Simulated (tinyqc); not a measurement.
Band bending at a free surface with a continuum of surface states, surface photovoltage and Kelvin probe: one step of the calculation.

n-type bulk, xi = Ec - EF = Vt ln(Nc/Nd), p0 = ni^2/Nd, ni = sqrt(Nc Nv) exp(-Eg/(2 Vt)), Eg in volts. b is the upward band bending, u = b/Vt. Space charge per area, in units of q: Qc = sign(b) sqrt((2 eps0 eps_r Vt/q) [(Nd + dn)(exp(-u) - 1) + Nd u + (p0 + dn)(exp(u) - 1)]), with dn the excess density under light (flat quasi-Fermi levels; 0 in the dark). The states hold -Ds (E0 - xi - b): negative while the Fermi level lies above the neutrality level. Neutrality: Qc + Qf + (charge of the states) = 0.

Task. Surface photovoltage. Under chopped light the surface charge keeps its dark value, so b falls to bL with Qc(bL, dn) = Qc(b, 0); the photovoltage is b - bL. Qc rises with b, so bL follows by bisection.

Parameters, values chosen for the exercise; band and dielectric values close to those of silicon: temperature T = 350 K; band gap Eg = 1.13 eV; relative permittivity eps_r = 11.5; conduction-band density of states at T Nc = 3.49e19 cm^-3; valence-band density of states at T Nv = 3.33e19 cm^-3; donor density Nd = 4.6e16 cm^-3; excess carrier density under light dn = 4.6e14 cm^-3.

Constants: q = 1.602176634e-19 C, kB = 1.380649e-23 J/K, Vt = kB T/q, eps0 = 8.8541878128e-14 F/cm where lengths are in cm. Results are converted to the units shown.

converged b = 0.25947250 V

Wanted: bL; photovoltage; share of b removed; excess holes at the surface, dn exp(bL/Vt).

Result.

bL = 0.17139 V
photovoltage = 88.081 mV
share of b removed = 33.946 %
excess holes at the surface, dn exp(bL/Vt) = 1.3511e17 cm^-3

tinyqc, about 0.01 s, one thread, Intel Xeon 2.30GHz (shared host): `OMP_NUM_THREADS=1 python tinyqc.py 2430101 2430102 out.jsonl`
